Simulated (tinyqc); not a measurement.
Ballistic Schottky-barrier transistor with a two-dimensional channel, WKB contacts: one step of the calculation.

Source Fermi level 0, drain Fermi level -Vd. Far from the contacts Ec = pn - psi, and the gate moves psi one to one; the band edges relax as exp(-x/lam) from pn at the source and pn - Vd at the drain; Ev = Ec - Eg. A carrier of energy w inside the channel band meets at a contact a barrier of height D (the contact edge beyond the channel edge): T = 1 for w >= D, else exp(-S), S = 4 lam sqrt(m/C) [sqrt(D - w) - sqrt(w) arctan sqrt((D - w)/w)], C = hbar^2/(2 m0). The two contacts combine as Ts Td/(Ts + Td - Ts Td).

Question. Transmission of one of the electrons. S and T at both contacts for w = w0, and the tunnelling distance lam ln(D/w) at the higher barrier.

Inputs (values chosen for the exercise); channel values close to those of an ultrathin silicon body with silicide contacts:
```
symbol  value  unit                                        meaning
mn        0.2    m0                                  electron mass
lam         2    nm               screening length at the contacts
w0       0.27    eV  energy of one carrier inside the channel band
```

Constants: q = 1.602176634e-19 C, hbar = 1.054571817e-34 J s, m0 = 9.1093837015e-31 kg, hbar^2/(2 m0) = 0.0380998212 eV nm^2. Results are converted to the units shown.

D for electrons (eV): source 0.67000000, drain 0.37000000

Wanted: S at the source; S at the drain; combined T; tunnelling distance.

Answer.

S at the source = 3.182
S at the drain = 0.5893
combined T = 0.04015
tunnelling distance = 1.818 nm

Range of the model: No scattering, image-force lowering, channel charge or band-to-band tunnelling; parabolic kappa overstates S deep in the gap.

tinyqc, about 0.3 s, one thread, Intel Xeon 2.30GHz (shared host): `OMP_NUM_THREADS=1 python tinyqc.py 2390022 2390023 out.jsonl`
